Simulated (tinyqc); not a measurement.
Overlap of hydrogenic dopants: pairs, impurity band and the Mott density: one step. The impurity band at this density. Three cases, with inputs chosen for the exercise.

Question. Form R/aB, t, B = 2 z t and N^(1/3) aB. Two estimates of the gap between the Hubbard bands: u - B (rigid bands, closing at B = u) and the Hubbard-III rule, which closes at B = (2/sqrt3) u; give B/u.

Ry* = Ry m/eps^2, aB = a0 eps/m. For 1s orbitals a distance rho = R/aB apart, in Ry*: overlap S = exp(-rho)(1 + rho + rho^2/3), J = (2/rho)(1 - (1 + rho) exp(-2 rho)) (attraction to the other ion), Kx = 2 (1 + rho) exp(-rho) (exchange of one electron). One electron on a pair has E = -1 - (J +/- Kx)/(1 +/- S), without the repulsion 2/rho of the ions. Hopping after orthogonalisation: t = (Kx - S J)/(1 - S^2), half the splitting. Dopants on a lattice with z neighbours, n = (3 sqrt3/4)/R^3 (bcc), give a band of width B = 2 z t, as on any lattice of two interpenetrating sublattices. Valleys, central cells and disorder are left out.

Case 1.

Values chosen (out of a larger set: an isotropic mass and dielectric constant of the size used for donors in Ge; not measured data): N = 0.016 1/aB^3 (dopant density); z = 8 (neighbours in the dopant lattice); u = 1.25 Ry* (cost of a second electron on one dopant).

Ry* = 6.62373 meV

Case 2.

Values chosen (out of a larger set: an isotropic mass and dielectric constant of the size used for donors in GaN; not measured data): N = 0.0079 1/aB^3 (dopant density); z = 8 (neighbours in the dopant lattice); u = 1.25 Ry* (cost of a second electron on one dopant).

Ry* = 33.03498 meV

Case 3.

Values chosen (out of a larger set: an isotropic mass and dielectric constant of the size used for donors in SiC; not measured data): N = 0.0057 1/aB^3 (dopant density); z = 8 (neighbours in the dopant lattice); u = 0.945 Ry* (cost of a second electron on one dopant).

Ry* = 57.37511 meV

Give: R/aB; t; B; N^(1/3) aB; B/u.

Answer.

Case 1.

R/aB = 4.3301
t = 0.07166 Ry*

B: in Ry* 1.147, in meV 7.595

N^(1/3) aB = 0.2520
B/u = 0.917

Both rules leave a gap: an insulator at T = 0. Mott's screening rule, N^(1/3) aB = 0.26, puts this density at its limit, barely on the insulating side.

Case 2.

R/aB = 5.4785
t = 0.02912 Ry*

B: in Ry* 0.466, in meV 15.390

N^(1/3) aB = 0.1992
B/u = 0.373

Both rules leave a gap: an insulator at T = 0. Mott's screening rule, N^(1/3) aB = 0.26, puts this density on the insulating side.

Case 3.

R/aB = 6.1082
t = 0.01742 Ry*

B: in Ry* 0.279, in meV 15.993

N^(1/3) aB = 0.1786
B/u = 0.295

Both rules leave a gap: an insulator at T = 0. Mott's screening rule, N^(1/3) aB = 0.26, puts this density on the insulating side.

Computed by tinyqc, one run a case: `OMP_NUM_THREADS=1 python tinyqc.py N N+1 out.jsonl` with N = 1480408, 1480605, 1480917; one thread of a shared Intel(R) Xeon(R) Processor @ 2.30GHz, about 0.01 s a run at most.
